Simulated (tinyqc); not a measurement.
Starting guesses with DIIS over 6 matrices: SCF starting guesses in the sto-3g basis, for H4+, spin multiplicity 2. Computed by the program tinyqc with PySCF. 

Geometry (angstrom):
```
atom       x       y       z
H     0.0000  0.0000  0.0000
H     0.0000  0.0000  1.5760
H     0.0000  2.4130  0.0000
H     0.0000  2.4130  1.5760
```

lowest solution found by these runs and by PySCF with stability checks = -1.504678 hartree

UHF with one setting changed at a time; a run stops when the energy changes by less than 1e-09 hartree and the error matrix is below 1e-5. Starts: the lowest orbitals of the core Hamiltonian, of the Wolfsberg-Helmholz matrix (K = 1.75), projected atomic densities, random orbitals, and the highest orbitals of the core Hamiltonian (a deliberately bad start).

Largest element of the error matrix X^T (FDS - SDF) X:
```
iteration     core  Wolfsberg-Helmholz  atomic densities   random  highest core orbitals
1          8.3e-16             4.2e-16           1.0e-16  8.6e-02                8.4e-16
2          5.0e-16             3.2e-16           3.0e-16  2.2e-02                8.9e-15
3                -                   -           3.5e-16  1.6e-02                1.2e-14
4                -                   -                 -  9.0e-03                2.8e-15
5                -                   -                 -  7.1e-03                3.3e-15
6                -                   -                 -  1.2e-02                      -
8                -                   -                 -  3.0e-03                      -
10               -                   -                 -  2.8e-03                      -
14               -                   -                 -  1.0e-04                      -
```

How each run ends:
```
run                    iterations  E (hartree)   state
core                            2     -1.46649  higher
Wolfsberg-Helmholz              2     -1.46649  higher
atomic densities                3     -1.46649  higher
random                         17     -1.46649  higher
highest core orbitals           5     -1.02691  higher
```

No run reaches the lowest solution found. Ending on a higher stationary point: core, Wolfsberg-Helmholz, atomic densities, random, highest core orbitals; a small error matrix cannot reveal that, and an occupation fixed by the start is kept by symmetry or by the shape of the basin. The first errors are 8e-16, 4e-16, 1e-16, 9e-02, 8e-16.
